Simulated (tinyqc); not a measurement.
Worked calculation: empirical pseudopotential in a few plane waves. One step of it, computed by the program tinyqc.

Question. Levels at k. Diagonalise the Hermitian matrix.

H(k) at k (eV), lower triangle:
```
           +0+0+0     -1-1-1     -1-1+1     -1+1-1     -1+1+1     +1-1-1     +1-1+1     +1+1-1
+0+0+0   1.515153
-1-1-1   2.087687  20.628429
-1-1+1  -2.087687   0.000000  13.629202
-1+1-1  -2.087687   0.000000   0.734707  23.499908
-1+1+1  -2.087687  -0.734707   0.000000   0.000000  16.500680
+1-1-1  -2.087687   0.000000   0.734707   0.734707   0.000000  13.449734
+1-1+1  -2.087687  -0.734707   0.000000   0.000000   0.734707   0.000000   6.450506
+1+1-1  -2.087687  -0.734707   0.000000   0.000000   0.734707   0.000000   0.734707  16.321212
+1+1+1   2.087687   0.000000  -0.734707  -0.734707   0.000000  -0.734707   0.000000   0.000000
-2+0+0   0.000000  -2.087687  -2.087687  -2.087687   2.087687   0.596482  -0.596482  -0.596482
+0-2+0   0.000000  -2.087687  -2.087687   0.596482  -0.596482  -2.087687   2.087687  -0.596482
+0+0-2   0.000000  -2.087687   0.596482  -2.087687  -0.596482  -2.087687  -0.596482   2.087687
+0+0+2   0.000000  -0.596482   2.087687  -0.596482  -2.087687  -0.596482  -2.087687   0.596482
+0+2+0   0.000000  -0.596482  -0.596482   2.087687  -2.087687  -0.596482   0.596482  -2.087687
+2+0+0   0.000000  -0.596482  -0.596482  -0.596482   0.596482   2.087687  -2.087687  -2.087687

           +1+1+1     -2+0+0     +0-2+0     +0+0-2     +0+0+2     +0+2+0     +2+0+0
+1+1+1   9.321984
-2+0+0  -0.596482  26.640587
+0-2+0  -0.596482   0.734707  16.590413
+0+0-2  -0.596482   0.734707   0.734707  26.461119
+0+0+2  -2.087687  -0.734707  -0.734707   0.000000  12.462664
+0+2+0  -2.087687  -0.734707   0.000000  -0.734707   0.734707  22.333370
+2+0+0  -2.087687   0.000000  -0.734707  -0.734707   0.734707   0.734707  12.283196
```

Give: eigenvalues.

Answer.

eigenvalues (eV): -0.7060  4.7854  7.6198  8.6167  12.4933  13.7200  13.8372  16.2803  16.4693  19.3853  19.8637  22.8225  25.0488  27.1826  30.6692
